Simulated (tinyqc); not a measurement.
Worked calculation (part 2 of 2): UHF in the sto-3g basis, for H4, spin multiplicity 3. This run ends on a higher stationary point, not on the lowest solution. Computed by tinyqc, a small Python program that keeps every step (integrals from PySCF). Command: `OMP_NUM_THREADS=1 python tinyqc.py 27667 27668 out.jsonl` (the two numbers bound the seeds that draw the settings). One thread of a shared host (Intel(R) Xeon(R) Processor @ 2.60GHz), about 0.1 s of CPU time with the checks.

Geometry (angstrom):
```
atom         x         y         z
H     0.000000  0.000000  0.000000
H     0.000000  0.000000  0.960000
H     0.000000  0.000000  2.467000
H     0.000000  0.000000  3.427000
```

## Iteration 4: diagonalisation and new density

extrapolated F(alpha) (hartree), order 1H 1s, 2H 1s, 3H 1s, 4H 1s:
$$\begin{pmatrix}
-0.507121 & -0.507539 & -0.057765 & -0.018859 \\
-0.507539 & -0.387157 & -0.298482 & -0.057765 \\
-0.057765 & -0.298482 & -0.387157 & -0.507539 \\
-0.018859 & -0.057765 & -0.507539 & -0.507121
\end{pmatrix}$$

extrapolated F(beta) (hartree), order 1H 1s, 2H 1s, 3H 1s, 4H 1s:
$$\begin{pmatrix}
0.072914 & -0.302964 & -0.134894 & -0.064100 \\
-0.302964 & -0.133923 & -0.285714 & -0.134894 \\
-0.134894 & -0.285714 & -0.133923 & -0.302964 \\
-0.064100 & -0.134894 & -0.302964 & 0.072914
\end{pmatrix}$$

X, order 1H 1s, 2H 1s, 3H 1s, 4H 1s:
$$\begin{pmatrix}
-0.694794 & 0.745607 & 0.481622 & 0.339003 \\
0.902184 & -0.601975 & 0.370909 & 0.419889 \\
-0.902184 & -0.601975 & -0.370909 & 0.419889 \\
0.694794 & 0.745607 & -0.481622 & 0.339003
\end{pmatrix}$$

D(alpha) after iteration 3, order 1H 1s, 2H 1s, 3H 1s, 4H 1s:
$$\begin{pmatrix}
1.081759 & -0.387752 & -0.295952 & 0.233265 \\
-0.387752 & 0.838118 & 0.051810 & -0.295952 \\
-0.295952 & 0.051810 & 0.838118 & -0.387752 \\
0.233265 & -0.295952 & -0.387752 & 1.081759
\end{pmatrix}$$

D(beta) after iteration 3, order 1H 1s, 2H 1s, 3H 1s, 4H 1s:
$$\begin{pmatrix}
0.248760 & -0.134871 & 0.297934 & -0.161363 \\
-0.134871 & 0.380697 & -0.076043 & 0.297934 \\
0.297934 & -0.076043 & 0.380697 & -0.134871 \\
-0.161363 & 0.297934 & -0.134871 & 0.248760
\end{pmatrix}$$

overlap S, order 1H 1s, 2H 1s, 3H 1s, 4H 1s:
$$\begin{pmatrix}
1.000000 & 0.520351 & 0.052667 & 0.007115 \\
0.520351 & 1.000000 & 0.254223 & 0.052667 \\
0.052667 & 0.254223 & 1.000000 & 0.520351 \\
0.007115 & 0.052667 & 0.520351 & 1.000000
\end{pmatrix}$$

Diagonalise F' = X^T F X, C = X C', fill 3 alpha and 1 beta electrons from the bottom; D(s) = C_occ C_occ^T; the new density keeps 0.7 of the old one (damping). Each column has its largest component positive (the first on a tie).

F' = X^T F X (alpha) (hartree):
$$\begin{pmatrix}
0.511973 & 0.000000 & 0.108381 & 0.000000 \\
0.000000 & -0.066814 & 0.000000 & -0.042526 \\
0.108381 & 0.000000 & -0.572299 & 0.000000 \\
0.000000 & -0.042526 & 0.000000 & -0.684530
\end{pmatrix}$$

orbital energies (alpha) (hartree): MO1 -0.687444, MO2 -0.583026, MO3 -0.063901, MO4 0.522701

coefficients C (alpha), order 1H 1s, 2H 1s, 3H 1s, 4H 1s:
$$\begin{pmatrix}
0.389180 & 0.547715 & 0.720689 & -0.643977 \\
0.377756 & 0.280243 & -0.629270 & 0.934330 \\
0.377756 & -0.280243 & -0.629270 & -0.934330 \\
0.389180 & -0.547715 & 0.720689 & 0.643977
\end{pmatrix}$$

F' = X^T F X (beta) (hartree):
$$\begin{pmatrix}
0.800786 & 0.000000 & -0.049542 & 0.000000 \\
0.000000 & 0.491777 & 0.000000 & 0.121139 \\
-0.049542 & 0.000000 & -0.014767 & 0.000000 \\
0.000000 & 0.121139 & 0.000000 & -0.395249
\end{pmatrix}$$

orbital energies (beta) (hartree): MO1 -0.411495, MO2 -0.017766, MO3 0.508023, MO4 0.803784

coefficients C (beta), order 1H 1s, 2H 1s, 3H 1s, 4H 1s:
$$\begin{pmatrix}
0.236888 & 0.438767 & 0.784052 & -0.722621 \\
0.496178 & 0.424736 & -0.540821 & 0.878128 \\
0.496178 & -0.424736 & -0.540821 & -0.878128 \\
0.236888 & -0.438767 & 0.784052 & 0.722621
\end{pmatrix}$$

D(alpha) after iteration 4, order 1H 1s, 2H 1s, 3H 1s, 4H 1s:
$$\begin{pmatrix}
1.048485 & -0.317327 & -0.345162 & 0.274544 \\
-0.317327 & 0.771848 & 0.174311 & -0.345162 \\
-0.345162 & 0.174311 & 0.771848 & -0.317327 \\
0.274544 & -0.345162 & -0.317327 & 1.048485
\end{pmatrix}$$

D(beta) after iteration 4, order 1H 1s, 2H 1s, 3H 1s, 4H 1s:
$$\begin{pmatrix}
0.190967 & -0.059148 & 0.243815 & -0.096119 \\
-0.059148 & 0.340346 & 0.020628 & 0.243815 \\
0.243815 & 0.020628 & 0.340346 & -0.059148 \\
-0.096119 & 0.243815 & -0.059148 & 0.190967
\end{pmatrix}$$

## Iteration 60 (converged): orbitals

converged F(alpha) (hartree), order 1H 1s, 2H 1s, 3H 1s, 4H 1s:
$$\begin{pmatrix}
-0.495340 & -0.490930 & -0.050429 & -0.013890 \\
-0.490930 & -0.376380 & -0.279167 & -0.050429 \\
-0.050429 & -0.279167 & -0.376380 & -0.490930 \\
-0.013890 & -0.050429 & -0.490930 & -0.495340
\end{pmatrix}$$

converged F(beta) (hartree), order 1H 1s, 2H 1s, 3H 1s, 4H 1s:
$$\begin{pmatrix}
0.080241 & -0.285315 & -0.127800 & -0.058354 \\
-0.285315 & -0.117953 & -0.267455 & -0.127800 \\
-0.127800 & -0.267455 & -0.117953 & -0.285315 \\
-0.058354 & -0.127800 & -0.285315 & 0.080241
\end{pmatrix}$$

Diagonalise F' = X^T F X, C = X C', fill 3 alpha and 1 beta electrons from the bottom; D(s) = C_occ C_occ^T. Each column has its largest component positive (the first on a tie).

F' = X^T F X (alpha) (hartree):
$$\begin{pmatrix}
0.481401 & 0.000000 & 0.101386 & 0.000000 \\
0.000000 & -0.069371 & 0.000000 & -0.044050 \\
0.101386 & 0.000000 & -0.564863 & 0.000000 \\
0.000000 & -0.044050 & 0.000000 & -0.656435
\end{pmatrix}$$

orbital energies (alpha) (hartree): MO1 -0.659722, MO2 -0.574597, MO3 -0.066085, MO4 0.491135

coefficients C (alpha), order 1H 1s, 2H 1s, 3H 1s, 4H 1s:
$$\begin{pmatrix}
0.393544 & 0.545819 & 0.718315 & -0.645585 \\
0.373932 & 0.282990 & -0.631550 & 0.933502 \\
0.373932 & -0.282990 & -0.631550 & -0.933502 \\
0.393544 & -0.545819 & 0.718315 & 0.645585
\end{pmatrix}$$

F' = X^T F X (beta) (hartree):
$$\begin{pmatrix}
0.772121 & 0.000000 & -0.048399 & 0.000000 \\
0.000000 & 0.486697 & 0.000000 & 0.115838 \\
-0.048399 & 0.000000 & -0.007121 & 0.000000 \\
0.000000 & 0.115838 & 0.000000 & -0.366087
\end{pmatrix}$$

orbital energies (beta) (hartree): MO1 -0.381542, MO2 -0.010115, MO3 0.502152, MO4 0.775116

coefficients C (beta), order 1H 1s, 2H 1s, 3H 1s, 4H 1s:
$$\begin{pmatrix}
0.237422 & 0.437796 & 0.783890 & -0.723210 \\
0.495810 & 0.425915 & -0.541159 & 0.877556 \\
0.495810 & -0.425915 & -0.541159 & -0.877556 \\
0.237422 & -0.437796 & 0.783890 & 0.723210
\end{pmatrix}$$

D(alpha) after iteration 60, order 1H 1s, 2H 1s, 3H 1s, 4H 1s:
$$\begin{pmatrix}
0.968771 & -0.152032 & -0.460954 & 0.372935 \\
-0.152032 & 0.618764 & 0.458598 & -0.460954 \\
-0.460954 & 0.458598 & 0.618764 & -0.152032 \\
0.372935 & -0.460954 & -0.152032 & 0.968771
\end{pmatrix}$$

D(beta) after iteration 60, order 1H 1s, 2H 1s, 3H 1s, 4H 1s:
$$\begin{pmatrix}
0.056369 & 0.117716 & 0.117716 & 0.056369 \\
0.117716 & 0.245827 & 0.245827 & 0.117716 \\
0.117716 & 0.245827 & 0.245827 & 0.117716 \\
0.056369 & 0.117716 & 0.117716 & 0.056369
\end{pmatrix}$$

## Convergence

Stop when the energy changes by less than 1e-09 hartree and every element of the error matrix X^T (F D S - S D F) X (for each spin) is below 9e-06.

Course of the cycle:
```
iteration  E (hartree)     change  largest element of the error matrix
1          -0.21162052          -                             1.00e-01
2          -0.52989524  -3.18e-01                             7.81e-02
3          -0.82691906  -2.97e-01                             5.88e-02
4          -1.07161305  -2.45e-01                             4.36e-02
5          -1.26113728  -1.90e-01                             3.19e-02
6          -1.40234294  -1.41e-01                             2.24e-02
7          -1.50603193  -1.04e-01                             1.61e-02
8          -1.58091858  -7.49e-02                             1.15e-02
9          -1.63446246  -5.35e-02                             8.18e-03
10         -1.67249331  -3.80e-02                             5.78e-03
11         -1.69938284  -2.69e-02                             4.07e-03
12         -1.71833745  -1.90e-02                             2.87e-03
13         -1.73167044  -1.33e-02                             2.01e-03
14         -1.74103523  -9.36e-03                             1.41e-03
...                ...        ...                                  ...
47         -1.76298773  -7.30e-08                             1.10e-08
48         -1.76298778  -5.11e-08                             7.68e-09
49         -1.76298782  -3.58e-08                             5.38e-09
50         -1.76298784  -2.50e-08                             3.76e-09
51         -1.76298786  -1.75e-08                             2.63e-09
52         -1.76298787  -1.23e-08                             1.84e-09
53         -1.76298788  -8.58e-09                             1.29e-09
54         -1.76298789  -6.01e-09                             9.04e-10
55         -1.76298789  -4.21e-09                             6.32e-10
56         -1.76298789  -2.94e-09                             4.43e-10
57         -1.76298790  -2.06e-09                             3.10e-10
58         -1.76298790  -1.44e-09                             2.17e-10
59         -1.76298790  -1.01e-09                             1.52e-10
60         -1.76298790  -7.07e-10                             1.06e-10
```

PySCF UHF in the same basis, after a stability check = -1.80944564 hartree

Converged in 60 iterations. But the solution lies 0.04646 hartree above the reference: it is another stationary point, not the lowest one. Reruns (cap 100 unless said): DIIS 8: converged in 7 to a higher stationary point; damping 0.5: converged in 33 to a higher stationary point; level shift 0.5: converged in 31 to a higher stationary point; atomic densities as start, DIIS 8: converged in 8 to a higher stationary point.

## Populations, bond orders and dipole

Mulliken: Z minus the diagonal of D S on the atom; Loewdin: the same with S^(1/2) D S^(1/2); Mayer order: 2 sum_s sum (D(s) S)_ij (D(s) S)_ji over the two atoms.

Charges (e):
```
atom   Mulliken    Loewdin  Mulliken spin
1H     0.007739   0.006243       0.743813
2H    -0.007739  -0.006243       0.256187
3H    -0.007739  -0.006243       0.256187
4H     0.007739   0.006243       0.743813
```

Mayer bond orders:
```
pair     order
2-1   0.190495
3-1   0.190495
3-2   0.553318
4-1   0.065692
4-2   0.190495
4-3   0.190495
```

dipole moment about the origin, x y z (debye): [0.000000, 0.000000, 0.000000]

<S^2> of the determinant (pure state: 2) = 2.000000
